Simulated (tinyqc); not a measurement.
## MOSFET in the linear regime without short-channel effects, parameter extraction from computed curves: extraction methods against the temperature

Inversion charge Q = Cox n Vt W0(exp((Vg - VT)/(n Vt))), W0 the Lambert function and n = nf; u = Q/Cox; mobility mu = mu0/(1 + th1 u + th2 u^2); channel resistance Rch = (L - dL)/(W mu Q); Id = Vd/(Rch + Rsd/W). Cox = eps0 eox/tox. Small Vd, no channel-length or drain effects.

From the continuous curve Id(Vg): tangent at peak gm (V_ext = Vg - Id/gm); constant current Id = 0.1 uA W/L; peak of d2Id/dVg2; Y = Id/sqrt(gm) drawn through Vg = VT + 0.6 and VT + 0.8 V, with intercept VT_Y and slope s. Mobilities gm,max L/(W Cox Vd) and s^2 L/(W Cox Vd) with the drawn L. Last column: share of Rsd/W in the total resistance at VT + 0.8 V.

Inputs (values chosen for the exercise); channel values of the order met in silicon transistors:

| symbol | value | unit | meaning |
|---|---|---|---|
| eox | 21.8 |  | relative permittivity of the gate insulator (close to hafnium oxide) |
| tox | 9 | nm | insulator thickness |
| mu0 | 340 | cm^2/(V s) | low-field mobility |
| th1 | 0.48 | 1/V | first mobility attenuation factor |
| th2 | 0 | 1/V^2 | second mobility attenuation factor |
| VT | 0.29 | V | threshold voltage |
| nf | 1.39 |  | body factor |
| W | 10 | um | gate width |
| L | 0.24 | um | drawn gate length |
| dL | 0.013 | um | drawn less effective length |
| Rsd | 150 | ohm um | source plus drain resistance |
| Vd | 0.025 | V | drain voltage |

Constants: q = 1.602176634e-19 C, kB = 1.380649e-23 J/K, Vt = kB T/q, eps0 = 8.8541878128e-14 F/cm where lengths are in cm. Results are converted to the units shown.

Result of one run:
columns A: T (K); B: V_ext (V); C: constant current (V); D: second derivative (V); E: VT_Y (V); F: mobility from gm (cm^2/(V s)); G: mobility from Y (cm^2/(V s)); H: series share (%)
```
A        B      C      D      E    F    G     H
110  0.293  0.283  0.286  0.321  266  345  20.9
```

What becomes of these results when the temperature T is changed from 110 to 300 K, all else the same?

Result of the changed run:
columns A: T (K); B: V_ext (V); C: constant current (V); D: second derivative (V); E: VT_Y (V); F: mobility from gm (cm^2/(V s)); G: mobility from Y (cm^2/(V s)); H: series share (%)
```
A        B      C      D      E    F    G     H
300  0.280  0.226  0.276  0.336  223  320  20.0
```

The whole series:
columns A: T (K); B: V_ext (V); C: constant current (V); D: second derivative (V); E: VT_Y (V); F: mobility from gm (cm^2/(V s)); G: mobility from Y (cm^2/(V s)); H: series share (%)
```
A        B      C      D      E    F    G     H
77   0.294  0.290  0.287  0.315  279  350  21.1
110  0.293  0.283  0.286  0.321  266  345  20.9
150  0.292  0.273  0.284  0.327  254  340  20.7
220  0.287  0.253  0.281  0.333  237  331  20.4
300  0.280  0.226  0.276  0.336  223  320  20.0
370  0.272  0.200  0.271  0.336  212  311  19.8
450  0.262  0.169  0.265  0.334  202  301  19.5
```

The model has VT = 0.29 V and mu0 = 340 cm^2/(V s). Over the table the extracted thresholds move by 32 mV (tangent), 120 mV (constant current), 23 mV (second derivative), 21 mV (Y function). The mobility from gm falls from 279 to 202 and that from Y falls from 350 to 301 cm^2/(V s).

Computed by the program tinyqc: `OMP_NUM_THREADS=1 python tinyqc.py 2210030 2210031 out.jsonl`, one thread of a shared Intel Xeon 2.30GHz, about 0.01 s for the whole run.
